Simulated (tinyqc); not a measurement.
Coupled-perturbed Hartree-Fock on RHF in the sto-6g basis, for H4, spin multiplicity 1, step by step. One step of it, computed by the program tinyqc.

Task: Iteration 7 (converged): orbitals. Diagonalise F' = X^T F X, C = X C', fill 2 alpha and 2 beta electrons from the bottom; D = 2 C_occ C_occ^T. Each column has its largest component positive (the first on a tie).

converged F (hartree):
```
           1H 1s      2H 1s      3H 1s      4H 1s
1H 1s  -0.279297  -0.510490  -0.077102  -0.004868
2H 1s  -0.510490  -0.304009  -0.201171  -0.077210
3H 1s  -0.077102  -0.201171  -0.304410  -0.510939
4H 1s  -0.004868  -0.077210  -0.510939  -0.279704
```

X:
```
               1          2          3         4
1H 1s   0.709968   0.758185   0.479734  0.337585
2H 1s  -0.917333  -0.617982   0.371691  0.414777
3H 1s   0.920189  -0.614955  -0.370969  0.415291
4H 1s  -0.713363   0.756007  -0.479041  0.338301
```

Give: F' = X^T F X; orbital energies; coefficients C; D after iteration 7.

Result:

F' = X^T F X (hartree):
```
        1        2        3        4
1  0.6818   0.0002   0.0357   0.0000
2  0.0002   0.3874   0.0001  -0.0114
3  0.0357   0.0001  -0.4634   0.0001
4  0.0000  -0.0114   0.0001  -0.5689
```

orbital energies (hartree): MO1 -0.5690, MO2 -0.4645, MO3 0.3875, MO4 0.6829

coefficients C:
```
          MO1      MO2      MO3      MO4
1H 1s  0.3462   0.4576   0.7537   0.7250
2H 1s  0.4070   0.4005  -0.6223  -0.9057
3H 1s  0.4083  -0.3990  -0.6205   0.9078
4H 1s  0.3477  -0.4564   0.7523  -0.7275
```

D after iteration 7:
```
         1H 1s    2H 1s    3H 1s    4H 1s
1H 1s   0.6586   0.6484  -0.0825  -0.1770
2H 1s   0.6484   0.6521   0.0128  -0.0825
3H 1s  -0.0825   0.0128   0.6518   0.6481
4H 1s  -0.1770  -0.0825   0.6481   0.6583
```
